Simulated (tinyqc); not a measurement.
Inside a calculation. Model: biaxially strained (001) channel, valley splitting in an inversion layer.

tinyqc, about 0.02 s, one thread, Intel Xeon 2.30GHz (shared host): `OMP_NUM_THREADS=1 python tinyqc.py 2530107 2530108 out.jsonl` Printed values are rounded.

A thin layer grown on a relaxed buffer is stretched in the plane. The two valleys with their long axis along the growth direction (D2) sink against the four in-plane ones (D4); confinement in a triangular well splits them too. Only the lowest subband of each set is kept; one relaxation time, so the weakening of intervalley scattering is left out.

Parameters, values chosen for the exercise; values close to those of silicon on relaxed silicon-germanium:
```
symbol   value   unit                                meaning
T          293      K                            temperature
x          0.1         germanium share of the relaxed buffer
b1      0.0418                   lattice mismatch per unit x
c11        165    GPa                       elastic constant
c12       62.3    GPa                       elastic constant
Xu        8.88     eV            shear deformation potential
ml       0.901     m0                      longitudinal mass
mt       0.189     m0                        transverse mass
F         0.82  MV/cm                        confining field
Ns        4e12  cm^-2                      inversion density
bv       0.384     nm                         Burgers vector
```

Constants: q = 1.602176634e-19 C, kB = 1.380649e-23 J/K, hbar = 1.054571817e-34 J s, m0 = 9.1093837015e-31 kg, Vt = kB T/q, hbar^2/(2 m0) = 0.0380998212 eV nm^2. Results are converted to the units shown.

## Strain, stress and splitting

e_par = b1 x, e_perp = -2 (c12/c11) e_par, splitting D = Xu (e_par - e_perp), in-plane stress (c11 + c12 - 2 c12^2/c11) e_par.

e_par = 0.418 %
e_perp = -0.315653 %
D = 65.1484 meV
stress = 0.753462 GPa

## Subband edges and densities of states

Levels E(m) = 2.33811 (hbar^2 q^2 F^2/(2 m))^(1/3): E2 = E(ml), E4 = E(mt) + D; N2 = 2 mt kB T/(pi hbar^2), N4 = 4 sqrt(mt ml) kB T/(pi hbar^2).

E2 = 0.153747 eV
E4 = 0.323907 eV
N2 = 3.98685e12 cm^-2
N4 = 1.74097e13 cm^-2

Of the gap E4 - E2 = 170 meV, confinement gives 105 meV.

## Iteration 1: critical thickness by substitution

h at the start = 100 nm

Critical thickness (Matthews-Blakeslee, 60-degree dislocations): h = bv (1 - nu/4)[ln(h/bv) + 1]/(4 pi e_par (1 + nu)), nu = c12/(c11 + c12). The right side gives h(new); e_par = b1 x.

h after iteration 1 = 35.0731 nm

## Iteration 2: critical thickness by substitution

As before.

h after iteration 2 = 29.4733 nm

## Course of the iteration: critical thickness by substitution

Stop when h changes by less than 1e-7 nm, or after 60 iterations.

Course of the iteration:

| iteration | h (nm) | \|change\| (nm) |
|---|---|---|
| 1 | 35.0731 | 64.9 |
| 2 | 29.4733 | 5.60 |
| 3 | 28.5436 | 0.930 |
| 4 | 28.3723 | 0.171 |
| 5 | 28.3401 | 0.0322 |
| 6 | 28.3340 | 6.06e-3 |
| 7 | 28.3329 | 1.14e-3 |
| 8 | 28.3327 | 2.16e-4 |
| 9 | 28.3326 | 4.07e-5 |
| 10 | 28.3326 | 7.68e-6 |
| 11 | 28.3326 | 1.45e-6 |
| 12 | 28.3326 | 2.73e-7 |
| 13 | 28.3326 | 5.15e-8 |

Converged in 13 iterations. At the end each change is about 0.19 times the one before: linear convergence.

## Share of the light valleys and conductivity mass

EF = 0.167195 eV

EF solves Ns = N2 ln(1 + exp((EF - E2)/Vt)) + N4 ln(1 + exp((EF - E4)/Vt)); f2 is the share in D2, and 1/mc = f2/mt + (1 - f2)(1/mt + 1/ml)/2.

f2 = 0.991235
mc = 0.189657 m0

Without strain f2 would be 0.901 and mc 0.197 m0, so repopulation alone gains 3.7 % in mobility.
